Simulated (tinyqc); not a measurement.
From results back to parameters: five-level k.p model folded onto the conduction band. Four cases, with inputs chosen for the exercise.

Problem. The levels are known; the mass and the g factor at E = Eg are given. Find Ep and Ep2.

Second-order sums for the lowest conduction level at E: 1/m = 1 + Cm + (Ep/3)(2/E + 1/(E + Dso)) - (Ep2/3)(2/(E7 + D2 - E) + 1/(E7 - E)); g/2 = 1 + Cg - (Ep/3)(1/E - 1/(E + Dso)) - (Ep2/3)(1/(E7 - E) - 1/(E7 + D2 - E)). E is counted from the top of the valence band; E = Eg at the edge.

Find: coefficients of (Ep, Ep2); right-hand sides 1/m - 1 - Cm and 1 + Cg - g/2; Ep, Ep2.

Method. Both sums are linear in Ep and Ep2, so two equations fix them.

Case 1.

Values chosen (near those of InSb; not measured data): Eg = 0.236 eV (gap at Gamma to the s-like level); Dso = 0.818 eV (spin-orbit splitting); E7 = 3.22 eV (upper Gamma7 conduction level, from the valence top); D2 = 0.32 eV (its spin-orbit splitting, Gamma8 above Gamma7); Cm = -1.1 (remote term in 1/m); Cg = 0 (remote term in g/2).

m = 0.01388450 m0
g = -49.396144

Solution.

coefficients of (Ep, Ep2) (1/eV):
```
         1         2
1  3.14111  -0.31348
2  1.09617   0.01082
```

right-hand sides 1/m - 1 - Cm and 1 + Cg - g/2: 72.1228  25.6981

Ep, Ep2 (eV): 23.40  4.40

Case 2.

Values chosen (near those of CdTe; not measured data): Eg = 1.56 eV (gap at Gamma to the s-like level); Dso = 0.902 eV (spin-orbit splitting); E7 = 5.36 eV (upper Gamma7 conduction level, from the valence top); D2 = 0.32 eV (its spin-orbit splitting, Gamma8 above Gamma7); Cm = -0.5 (remote term in 1/m); Cg = 0 (remote term in g/2).

m = 0.09587504 m0
g = -0.904013

Solution.

coefficients of (Ep, Ep2) (1/eV):
```
         1         2
1  0.56274  -0.24953
2  0.07828   0.00681
```

right-hand sides 1/m - 1 - Cm and 1 + Cg - g/2: 9.9302  1.4520

Ep, Ep2 (eV): 18.40  1.70

Case 3.

Values chosen (near those of GaSb; not measured data): Eg = 0.806 eV (gap at Gamma to the s-like level); Dso = 0.747 eV (spin-orbit splitting); E7 = 3.14 eV (upper Gamma7 conduction level, from the valence top); D2 = 0.32 eV (its spin-orbit splitting, Gamma8 above Gamma7); Cm = -2.5 (remote term in 1/m); Cg = -0.02 (remote term in g/2).

m = 0.03869610 m0
g = -8.704008

Solution.

coefficients of (Ep, Ep2) (1/eV):
```
         1         2
1  1.04177  -0.39401
2  0.19893   0.01722
```

right-hand sides 1/m - 1 - Cm and 1 + Cg - g/2: 27.3424  5.3320

Ep, Ep2 (eV): 26.70  1.20

Case 4.

Values chosen (near those of InAs; not measured data): Eg = 0.392 eV (gap at Gamma to the s-like level); Dso = 0.377 eV (spin-orbit splitting); E7 = 4.54 eV (upper Gamma7 conduction level, from the valence top); D2 = 0.16 eV (its spin-orbit splitting, Gamma8 above Gamma7); Cm = -1.8 (remote term in 1/m); Cg = -0.02 (remote term in g/2).

m = 0.02168576 m0
g = -16.827509

Solution.

coefficients of (Ep, Ep2) (1/eV):
```
         1         2
1  2.13414  -0.23511
2  0.41688   0.00298
```

right-hand sides 1/m - 1 - Cm and 1 + Cg - g/2: 46.9132  9.3938

Ep, Ep2 (eV): 22.50  4.70

Computed by tinyqc, one run a case: `OMP_NUM_THREADS=1 python tinyqc.py N N+1 out.jsonl` with N = 1080617, 1080628, 1080656, 1080664; one thread of a shared Intel(R) Xeon(R) Processor @ 2.30GHz, about 0.01 s a run at most.
